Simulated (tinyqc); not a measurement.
Static response in three, two and one dimensions: static screening by free carriers.

Lindhard at zero temperature: eps(q)/eps = 1 + (qTF/q)^2 L(x), x = q/(2 kF), L(x) = 1/2 + ((1 - x^2)/(4x)) ln|(1 + x)/(1 - x)|.

kF = 1.75640 1/angstrom
qTF = 2.05573 1/angstrom

x = q/(2 kF). Response over its long-wave value: L3 as above; L2 = 1 for x <= 1 and 1 - sqrt(1 - 1/x^2) beyond; L1 = ln|(1 + x)/(1 - x)|/(2x).

Response:
```
x,L3,L2,L1,"eps(q)/eps, Lindhard 3D",Thomas-Fermi
0.101,0.997,1.000,1.003,34.46,34.57
0.303,0.969,1.000,1.032,4.614,4.730
0.504,0.910,1.000,1.101,2.228,2.348
0.706,0.812,1.000,1.245,1.558,1.687
0.908,0.647,1.000,1.670,1.269,1.415
0.989,0.529,1.000,2.628,1.185,1.350
1.029,0.439,0.764,2.064,1.142,1.323
1.110,0.346,0.566,1.331,1.096,1.278
1.312,0.225,0.353,0.763,1.045,1.199
1.614,0.140,0.215,0.449,1.018,1.131
2.220,0.071,0.107,0.219,1.005,1.069
```

Next to x = 1 the table has L3 = 0.529 and 0.439, L2 = 1.000 and 0.764, L1 = 2.628 and 2.064: an infinite slope in 3D, a kink in 2D and a logarithmic peak in 1D, where the whole Fermi surface is joined by 2 kF. These features give Friedel oscillations of period pi/kF = 1.79 angstrom at zero temperature; they wash out once kT nears EF, so this table, for T = 0, describes the gas only where EF is well above kT. Thomas-Fermi overstates eps(q) by 5.4 % at x = 0.504 and by 11.1 % at x = 1.614.

Run: tinyqc, `OMP_NUM_THREADS=1 python tinyqc.py 1682351 1682352 out.jsonl`; Intel(R) Xeon(R) Processor @ 2.30GHz, one thread, shared host; about 0.01 s of CPU time with all checks.
